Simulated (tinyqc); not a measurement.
Frequency dispersion of an accumulation capacitance by border traps, distributed model: two steps of the calculation.

Traps spread evenly through the insulator exchange electrons with the semiconductor by tunnelling, with tau(x) = t0 exp(2 ka x) at depth x from the interface. The admittance per area Y seen at depth x obeys dY/dx = -Y^2/(i w eps0 eox) + q Nb ln(1 + i w tau)/tau, with Y(0) = i w Cs and w = 2 pi f; the gate sees Y(tox) = G + i w C. Working variable y = Y/(i w), in uF/cm^2. Cox = eps0 eox/tox.

Values chosen for this exercise; permittivity close to that of zirconium oxide:
```
symbol,value,unit,meaning
eox,22.1,,relative permittivity of the insulator
tox,6.4,nm,insulator thickness
Cs,0.75,uF/cm^2,semiconductor capacitance in accumulation
Nb,3.1e18,cm^-3 eV^-1,density of border traps
ka,5.4,1/nm,decay constant of the wave function in the insulator
t0,7e-9,s,time constant of a trap at the interface
f,1000,Hz,frequency
xe,1.4,nm,depth down to which the steps are taken
```

Constants: q = 1.602176634e-19 C, eps0 = 8.8541878128e-14 F/cm where lengths are in cm. Results are converted to the units shown.

Task 1. Scales and lumped estimate. Cox; trap-free value 1/(1/Cox + 1/Cs); response depth d = ln(1/(w t0))/(2 ka), where w tau = 1; lumped estimate: all traps within d act as C_bt = q Nb d placed at d/2, so C = 1/{1/[1/(1/Cs + d/(2 eps0 eox)) + C_bt] + (tox - d/2)/(eps0 eox)}.

Give: Cox; trap-free C; d; C_bt; lumped C.

Result 1.

Cox = 3.057 uF/cm^2
trap-free C = 0.6023 uF/cm^2
d = 0.9289 nm
C_bt = 0.04613 uF/cm^2
lumped C = 0.6327 uF/cm^2

The traps within reach amount to 0.0615 Cs and lie in the first 14.5 % of the insulator.

Task 2. Capacitance and conductance at the gate. Beyond xe the traps are ignored, so 1/y(tox) = 1/y(xe) + (tox - xe)/(eps0 eox); C = Re y, G/w = -Im y, loss tangent G/(w C).

y at xe = 0.75918277-0.00684467i uF/cm^2

Wanted: y at the gate; C; G/w; loss tangent.

Result 2.

y at the gate = 0.6358-0.0048i uF/cm^2
C = 0.6358 uF/cm^2
G/w = 0.004801 uF/cm^2
loss tangent = 0.007551

Program tinyqc, `OMP_NUM_THREADS=1 python tinyqc.py 2202154 2202155 out.jsonl`; Intel Xeon 2.30GHz, shared host, one thread, about 0.4 s.
